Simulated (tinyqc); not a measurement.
Hot electrons in a saturated n-channel MOSFET, lucky-electron model: two steps of the calculation.

Beyond pinch-off the lateral field grows as Esat cosh(y/l) over the velocity-saturated region (pseudo-two-dimensional model). Impact ionisation in this region gives the substrate current, which biases the body forward through Rsub. Currents are per width. Local-field laws: they overstate ionisation when the field peak is narrower than an energy relaxation length.

Inputs (values chosen for the exercise); values close to those of silicon n-channel devices:
```
symbol   value     unit                                   meaning
L         0.18       um                            channel length
tox        4.2       nm                           oxide thickness
VT        0.77        V                                 threshold
vs       7.8e6     cm/s                       saturation velocity
Ai         2e6     1/cm                      ionisation prefactor
Bi        1.86    MV/cm                          ionisation field
Rd           0   ohm um     resistance of the lightly doped drain
Rsub      2800   ohm um                      substrate resistance
kb        0.48           fall of VT per volt of forward body bias
lm         7.2       nm               hot-electron mean free path
pb         3.2        V                             oxide barrier
Cg      0.0014                      prefactor of the gate current
m          3.3                                  lifetime exponent
Hl        1800  s uA/um                         lifetime constant
Vd         1.7        V                             drain voltage
Vg           1        V                              gate voltage
```

Constants: eps0 = 8.8541878128e-14 F/cm where lengths are in cm. Results are converted to the units shown.

Problem 1. Body bias from the substrate current. Cox = 3.9 eps0/tox. Overdrive g = Vg - VT + kb Vb; Vdsat = g Esat L/(g + Esat L); Id = Cox vs (g - Vdsat); dV = Vd - Id Rd - Vdsat; Em = sqrt((dV/l)^2 + Esat^2); Isub = Id (Ai/Bi) l Em exp(-Bi/Em). Vb(new) = Rsub Isub.

Vb at the start = 0 V
l = 28.618176 nm
Esat = 0.047272727 MV/cm

Wanted: Vdsat; Id; dV; Em; Isub; Vb after iteration 1.

Solution 1.

Vdsat = 0.18106 V
Id = 31.385 uA/um
dV = 1.5189 V
Em = 0.53286 MV/cm
Isub = 1.5688 uA/um
Vb after iteration 1 = 0.0043925 V

Problem 2. Gate current, lifetime and channel shortening. Ig = Cg Id exp(-pb/(lm Em)); lifetime tau = (Hl/Id)(Isub/Id)^(-m); length of the saturated region dL = l ln[(dV/l + Em)/Esat]. 1 year = 3.15576e7 s.

Id = 31.907625 uA/um
dV = 1.5176197 V
Em = 0.53240209 MV/cm
Isub = 1.5887003 uA/um
l = 28.618176 nm
Esat = 0.047272727 MV/cm

Give: Isub/Id; Ig; tau; dL.

Solution 2.

Isub/Id = 0.049791
Ig = 10.582 pA/um
tau = 0.035619 years
dL = 89.078 nm

The lifetime misses ten years.

Program tinyqc, `OMP_NUM_THREADS=1 python tinyqc.py 2550110 2550111 out.jsonl`; Intel Xeon 2.30GHz, shared host, one thread, about 0.01 s.
